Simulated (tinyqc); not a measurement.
Inside a calculation: thresholds of impact ionisation and Auger recombination from band masses. Values are carried at full precision from step to step, so a last printed digit may differ when a step is redone from the rounded ones.

Parabolic bands, no phonon. At threshold the three slow carriers share one velocity. With M their total mass and m4 the mass of the fast carrier, the fast carrier has the kinetic energy E_T = G M/(M - m4) and the slow ones together E_a = G m4/(M - m4), the activation energy of the Auger rate. CCCH (fast electron): G = Eg, M = 2 me + mh, m4 = me. CHHS (hole into the split-off band): G = Eg - Dso, M = 2 mh + me, m4 = ms; this form holds for Eg > Dso (below, the process needs about Dso - Eg and is marked by a dash). CHHL (hole into the light band): G = Eg, M = 2 mh + me, m4 = ml. CHHH (fast heavy hole): G = Eg, M = 2 mh + me, m4 = mh.

Constants: kB = 8.617333262e-05 eV/K; hbar^2/2m0 = 3.80998211 eV angstrom^2.

Values chosen for the exercise (near those of InAs, gap at low temperature and not tied to T; not measured data):
- Eg = 0.416 eV (gap at Gamma to the s-like level)
- Dso = 0.38 eV (spin-orbit splitting)
- me = 0.0253 m0 (electron mass at Gamma)
- mh = 0.43 m0 (heavy-hole mass)
- ms = 0.132 m0 (split-off mass)
- ml = 0.0272 m0 (light-hole mass)
- T = 250 K (temperature)

## Thresholds of four processes

Give G, M, m4, E_T, E_a and E_a/kT.

Results:

| process | G (eV) | M | m4 | E_T (eV) | E_a (eV) | E_a/kT |
|---|---|---|---|---|---|---|
| CCCH | 0.4160 | 0.4806 | 0.0253 | 0.4391 | 0.0231 | 1.07 |
| CHHS | 0.0360 | 0.8853 | 0.1320 | 0.0423 | 0.0063 | 0.29 |
| CHHL | 0.4160 | 0.8853 | 0.0272 | 0.4292 | 0.0132 | 0.61 |
| CHHH | 0.4160 | 0.8853 | 0.4300 | 0.8089 | 0.3929 | 18.24 |

The lowest activation energy is that of CHHS (6 meV), then CHHL (13 meV). CHHS leads because G = Eg - Dso is small. At equal G a light fast carrier takes up the energy with little momentum, so little is asked of the slow ones; CHHH asks 0.94 Eg. For equal masses E_T would be 3/2 Eg; for electrons here it is 1.056 Eg.

## Momenta at the CCCH threshold

At the threshold of the parabolic CCCH process the fast electron has E_T = Eg M/(M - me), M = 2 me + mh, and the slow carriers E_a = E_T - Eg together. It has k4 = sqrt(me E_T/c), c = hbar^2/2m0; the slow carriers share k4 in proportion to their masses. Give the wave vectors and kinetic energies, and check that they add up to E_a.

k4 = 0.05400 1/angstrom

electron, electron, hole (1/angstrom): 0.00284  0.00284  0.04831

their kinetic energies (meV): 1.22  1.22  20.68

sum = 23.12 meV

The hole carries 89 % of the momentum and of the energy of the slow carriers.

## Non-parabolicity raises the threshold

Non-parabolic fast electron: E (1 + alpha E) = c k^2/me with alpha = (1 - me)^2/Eg; the slow carriers stay parabolic, so E_T = Eg + me E_T (1 + alpha E_T)/M, M = 2 me + mh (the root between Eg and 1.9 Eg).

Give alpha, E_T, E_a = E_T - Eg and k4.

alpha = 2.2838 1/eV
E_T = 0.4668 eV
E_a = 0.05076 eV
k4 = 0.08002 1/angstrom

E_a is 2.20 times the parabolic value, since an electron at E_T above the edge has 1 + alpha E_T = 2.07 times the squared momentum, and E_T itself is 1.06 times higher.

## Temperature dependence

For non-degenerate carriers at fixed densities the Auger coefficient goes as exp(-E_a/kT), up to slowly varying powers of T. Give exp(-E_a/kT) for the parabolic and the non-parabolic CCCH value, and the characteristic temperature T0 = kT^2/E_a of each.

Boltzmann factors: 0.3420  0.09476

T0 (K): 233  106

Non-parabolicity lowers the factor by 3.6 times; direct CCCH stays open at this temperature.

## Checks

- Largest energy that an electron at k4 can give to a pair, by numerical search, against Eg (eV): both 0.4160.

Run: tinyqc, `OMP_NUM_THREADS=1 python tinyqc.py 1880519 1880520 out.jsonl`; Intel(R) Xeon(R) Processor @ 2.30GHz, one thread, shared host; about 0.01 s of CPU time with all checks.
